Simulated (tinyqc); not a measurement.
A particle near a wafer in liquid: double-layer and van der Waals forces (DLVO), deposition barrier and removal: one step, computed by the program tinyqc. Command: `OMP_NUM_THREADS=1 python tinyqc.py 3110221 3110222 out.jsonl dlvo walk`. One thread of a shared host (Intel(R) Xeon(R) Processor @ 2.30GHz), about 0.01 s of CPU time with the checks.

Sphere and flat wall, Derjaguin approximation, constant potentials in the linear-superposition form, no retardation and no hydration force.

Task: Energy and force at one gap. U(h) = Z R exp(-kappa h) - A R/(6 h); F(h) = -dU/dh = kappa Z R exp(-kappa h) - A R/(6 h^2), positive for repulsion.

Inputs (values chosen for the exercise, of the order of those for polymer latex on silicon in water): particle radius R = 14 nm; Hamaker constant A = 1.3e-20 J; temperature T = 343 K; gap h = 5.4 nm.

Z = 18.62597 pN

kappa = 1.128403 1/nm

Constants: k_B = 1.380649e-23 J/K.

Give: double-layer energy; van der Waals energy; U(h); F(h).

Result:

double-layer energy = 0.1243 k_B T

van der Waals energy = -1.186 k_B T

U(h) = -1.062 k_B T

F(h) = -0.3759 pN
